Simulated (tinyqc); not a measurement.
Inside a calculation: optical gain and spontaneous emission in a bulk direct-gap semiconductor. Values are carried at full precision from step to step, so a last printed digit may differ when a step is redone from the rounded ones.

F_j(eta) = (1/Gamma(j + 1)) integral_0^infinity x^j dx/(1 + exp(x - eta)), which tends to exp(eta) for eta << 0.

Quasi-Fermi levels: n = Nc F_1/2(Fc/kT) and p = Nv F_1/2(Fv/kT), Fc counted up from the conduction edge and Fv down from the valence edge; Nc, Nv from N = 2 (m kB T/(4 pi c))^(3/2) with c = hbar^2/2m0, in 1/angstrom^3; times 1e24 for 1/cm^3, with me and (mhh^(3/2) + mlh^(3/2))^(2/3).

Constants: hbar^2/2m0 = 3.80998211 eV angstrom^2; kB = 8.617333262e-05 eV/K; fine-structure constant alpha = 0.007297352564; hbar = 6.58211957e-16 eV s; hbar c = 1973.269805 eV angstrom.

Values chosen for the exercise (near those of InP; not measured data):

| symbol | value | unit | meaning |
|---|---|---|---|
| me | 0.0811 | m0 | electron mass |
| mhh | 0.61 | m0 | heavy-hole mass |
| mlh | 0.0906 | m0 | light-hole mass |
| n | 5.1e+18 | 1/cm^3 | injected density, n = p |
| T | 350 | K |  |
| Eg | 1.319 | eV | direct gap |
| Ep | 20.9 | eV | Kane energy |
| nr | 3.41 |  | refractive index |
| E | 1.366 | eV | photon energy |

## Quasi-Fermi levels

Solve for Fc and Fv.

kT = 0.030161 eV
Nc = 7.303e+17 1/cm^3
Nv = 1.593e+19 1/cm^3
Fc = 0.1271 eV
Fv = -0.0309 eV
Fc + Fv = 0.0961 eV

The separation of the quasi-Fermi levels exceeds the gap, so photons between Eg and Eg + (Fc + Fv) see gain. The quasi-Fermi level of the electrons lies inside the band, that of the holes in the gap.

## Absorption of the empty crystal

Parabolic bands, vertical transitions, no excitons. For each hole band j: mr = me mj/(me + mj); joint density of states J_j(E) = (mr/c)^(3/2) sqrt(E - Eg)/(2 pi^2), both spins, c = hbar^2/2m0; averaged matrix element |e.p|^2 = m0 Ep/6; alpha_j(E) = 4 pi^2 alpha_f c Ep J_j/(3 nr E) in 1/angstrom (alpha_f the fine-structure constant, listed as alpha among the constants), times 1e8 for 1/cm.

Evaluate at E for heavy and light holes.

mr, J and alpha of each hole band:

| hole | mr (m0) | J (1/(eV angstrom^3)) | alpha (1/cm) |
|---|---|---|---|
| heavy | 0.07158 | 2.828e-05 | 4643.2 |
| light | 0.04279 | 1.307e-05 | 2146.2 |

The heavy-hole band gives 68 % of the total, 6789 1/cm.

## Occupations and gain at E

For band j the electron sits at Ee = (E - Eg) mr/me above its edge and the hole at Eh = (E - Eg) mr/mj; fe = 1/(1 + exp((Ee - Fc)/kT)), fh = 1/(1 + exp((Eh - Fv)/kT)); gain g = sum_j alpha_j (fe + fh - 1).

Use mr and alpha from the table.

Energies, occupations and gain of each hole band:

| hole | Ee (eV) | Eh (eV) | fe | fh | g (1/cm) |
|---|---|---|---|---|---|
| heavy | 0.0415 | 0.0055 | 0.945 | 0.230 | 810 |
| light | 0.0248 | 0.0222 | 0.967 | 0.147 | 244 |

total gain = 1055 1/cm

E - Eg = 0.0470 eV is below Fc + Fv = 0.0961 eV, so both bands give gain (Bernard-Duraffourg).

## Spontaneous emission

Spontaneous rate: R = integral of (nr E/(hbar c))^2/(pi^2 hbar) sum_j alpha_j fe fh dE, with alpha in 1/cm and (nr E/(hbar c))^2 in 1/cm^2 (1e16 per 1/angstrom^2); B = R/(n p); lifetime n/R.

Integrate over photon energy.

R = 1.78e+27 1/(cm^3 s)
B = 6.86e-11 cm^3/s
radiative lifetime = 2.86 ns

## Checks

- B at n = 1e13 1/cm^3 against the van Roosbroeck-Shockley value from alpha and ni^2 (cm^3/s): both 1.07e-10.

(tinyqc, `OMP_NUM_THREADS=1 python tinyqc.py 1650115 1650116 out.jsonl`, Intel(R) Xeon(R) Processor @ 2.30GHz, 1 thread, shared host, about 0.09 s.)
